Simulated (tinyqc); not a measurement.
## Signal and retention of a DRAM cell: effect of the bit-line capacitance

A stored one starts at Vd and leaks: Cs dV/dt = -I(V), I = a sqrt((V + Vb)/(Vd + Vb)) + b, with a = Ig exp[-(Eg1 q/kB)(1/T - 1/T0)] (generation in a depletion layer) and b = Is exp[-(Es q/kB)(1/T - 1/T0)]. The bit line is precharged to Vd/2, and charge sharing gives the signal (V - Vd/2) Cs/(Cs + Cb).

The cell fails below Vc = Vd/2 + dm (Cs + Cb)/Cs. With s = sqrt((Vc + Vb)/(Vd + Vb)), the time from Vd to Vc is t = [2 Cs (Vd + Vb)/a] [1 - s - (b/a) ln((a + b)/(a s + b))]. This time is the median of a log-normal spread: failing cells = Nc erfc(z/sqrt 2)/2, z = ln(t/tr)/sg.

Inputs (values chosen for the exercise): array voltage Vd = 1.3 V; cell capacitance Cs = 23 fF; smallest signal that the sense amplifier resolves dm = 39 mV; built-in plus back-bias voltage of the storage junction Vb = 1.61 V; junction leakage at V = Vd and T0 Ig = 4.8 fA; voltage-independent leakage at T0 Is = 0.054 fA; activation energy of Is Es = 0.37 eV; reference temperature T0 = 358 K; temperature T = 368 K; deviation of ln(retention time) over the cells sg = 0.99; cells Nc = 8.59e9; refresh interval tr = 128 ms; activation energy of Ig Eg1 = 0.57 eV.

Constants: q = 1.602176634e-19 C, kB = 1.380649e-23 J/K. Results are converted to the units shown.

Effect of the bit-line capacitance:
```
Cb (fF),Vc (V),retention time (s),failing cells
15,0.71443,1.7759,3.3903e7
30,0.73987,1.6944,3.8984e7
45,0.76530,1.6134,4.5000e7
60,0.79074,1.5328,5.2163e7
75,0.81617,1.4526,6.0739e7
90,0.84161,1.3729,7.1074e7
105,0.86704,1.2935,8.3611e7
120,0.89248,1.2146,9.8935e7
```

Vc rises by dm/Cs = 1.70 mV for each fF, and the retention time falls from 1.78 to 1.21 s; the margin is gone at Cb = 360 fF.

Range of the model: Real arrays also hold a tail of unusually leaky cells and cells whose retention varies in time, which this model lacks.

Program tinyqc, `OMP_NUM_THREADS=1 python tinyqc.py 2130064 2130065 out.jsonl`; Intel Xeon 2.30GHz, shared host, one thread, about 0.01 s.
